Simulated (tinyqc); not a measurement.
Surface photovoltage measurement of the minority-carrier diffusion length in a wafer: one step, computed by the program tinyqc. Command: `OMP_NUM_THREADS=1 python tinyqc.py 3130162 3130163 out.jsonl spv walk`. One thread of a shared host (Intel(R) Xeon(R) Processor @ 2.30GHz), about 0.01 s of CPU time with the checks.

Low injection, steady light, a depletion layer much thinner than 1/alpha and L. The excess density dn is taken at the front edge of the neutral region; light that reaches the back is lost.

Question. One wavelength. alpha = (84.732/lambda - 76.417)^2 per cm with lambda in micrometre (an empirical fit for silicon between 0.7 and 1.05 micrometre). Thick wafer: dn = Phi L/((S_f + D/L)(L + 1/alpha)). Finite wafer, with s = S_b L/D, w = W/L, a = alpha L: dn = [Phi a/(a^2 - 1)] [a - B - exp(-alpha W)(a - s)/(cosh w + s sinh w)]/(S_f + B D/L), B = (sinh w + s cosh w)/(cosh w + s sinh w). Photovoltage V = (k_B T/e) ln(1 + dn/n_0). Lifetime = L^2/D.

Inputs (values chosen for the exercise, modelled on p-type silicon at room temperature): diffusion length L = 46 micrometre; wafer thickness W = 525 micrometre; diffusivity D = 31.8 cm^2/s; front recombination velocity S_f = 15000 cm/s; back recombination velocity S_b = 2700 cm/s; photon flux entering = 6.4e+13 1/(cm^2 s); minority density at the surface barrier scale n_0 = 1e+09 1/cm^3; temperature T = 298 K; wavelength = 846 nm.

Constants: k_B = 8.617333262e-05 eV/K.

Give: alpha; penetration depth 1/alpha; dn, thick wafer; B; dn, finite wafer; photovoltage V; lifetime.

Answer.

alpha = 563.54 1/cm

penetration depth 1/alpha = 17.745 micrometre

dn, thick wafer = 2.1076e+09 1/cm^3

B = 1.00000

dn, finite wafer = 2.1076e+09 1/cm^3

photovoltage V = 29.117 mV

lifetime = 0.66541 microsecond

Caution: dn is not small against n_0, so V is not linear in the flux; the constant-flux reading then needs dn, not V.
